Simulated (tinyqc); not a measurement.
Effective mass of the heavy-hole band from tabulated energies: one step. The non-parabolic form. Three cases, with inputs chosen for the exercise.

Question. E (1 + alpha E) = c k^2/m means that y = c k^2/E is a straight line in E with intercept m and slope m alpha. Fit the line by unweighted least squares over points 1 to 8, E in eV.

c = hbar^2/2m0. A uniform scatter of up to 0.1 meV has been added to mimic numerical noise.
Constants: hbar^2/2m0 = 3.80998211 eV angstrom^2.

Give: y; m; alpha.

Case 1.

Energies along [110], from the band edge downward:

| k (1/angstrom) | E (meV) |
|---|---|
| 0.0000000 | 0.000000 |
| 0.0110000 | 0.448800 |
| 0.0220000 | 2.047300 |
| 0.0330000 | 4.376800 |
| 0.0440000 | 7.667100 |
| 0.0550000 | 11.582500 |
| 0.0660000 | 16.177300 |
| 0.0770000 | 20.999800 |
| 0.0880000 | 26.189700 |

reference mass (curvature of the model at k = 0.0001 1/angstrom) = 0.9121288 m0

Answer.

y (m0): 1.02720  0.90071  0.94797  0.96205  0.99505  1.02590  1.07570  1.12657

m = 0.93593 m0
alpha = 6.849 1/eV

The intercept errs by +2.61 %. The scatter of the first points, divided by small energies, tilts an unweighted line. For this band the scale of alpha is set by Dso = 0.108 eV as well as by the gap.

Case 2.

Energies along [110], from the band edge downward:

| k (1/angstrom) | E (meV) |
|---|---|
| 0.0000000 | 0.000000 |
| 0.0100000 | 0.510100 |
| 0.0200000 | 1.599400 |
| 0.0300000 | 3.695200 |
| 0.0400000 | 6.243000 |
| 0.0500000 | 9.567900 |
| 0.0600000 | 13.460500 |
| 0.0700000 | 17.800200 |
| 0.0800000 | 22.350000 |

reference mass (curvature of the model at k = 0.0001 1/angstrom) = 0.9205252 m0

Answer.

y (m0): 0.74691  0.95285  0.92796  0.97645  0.99551  1.01898  1.04880  1.09100

m = 0.86724 m0
alpha = 12.578 1/eV

The intercept errs by -5.79 %. The scatter of the first points, divided by small energies, tilts an unweighted line. For this band the scale of alpha is set by Dso = 0.109 eV as well as by the gap.

Case 3.

Energies along [110], from the band edge downward:

| k (1/angstrom) | E (meV) |
|---|---|
| 0.0000000 | 0.000000 |
| 0.0140000 | 0.837200 |
| 0.0280000 | 3.215500 |
| 0.0420000 | 6.995200 |
| 0.0560000 | 12.005500 |
| 0.0700000 | 17.688200 |
| 0.0840000 | 24.080900 |
| 0.0980000 | 30.914000 |
| 0.1120000 | 37.825300 |

reference mass (curvature of the model at k = 0.0001 1/angstrom) = 0.9205252 m0

Answer.

y (m0): 0.89197  0.92895  0.96077  0.99522  1.05544  1.11637  1.18364  1.26350

m = 0.88742 m0
alpha = 10.939 1/eV

The intercept errs by -3.60 %. The scatter of the first points, divided by small energies, tilts an unweighted line. For this band the scale of alpha is set by Dso = 0.11 eV as well as by the gap.

Computed by tinyqc, one run a case: `OMP_NUM_THREADS=1 python tinyqc.py N N+1 out.jsonl` with N = 1850807, 1880846, 1881052; one thread of a shared Intel(R) Xeon(R) Processor @ 2.30GHz, about 0.01 s a run at most.
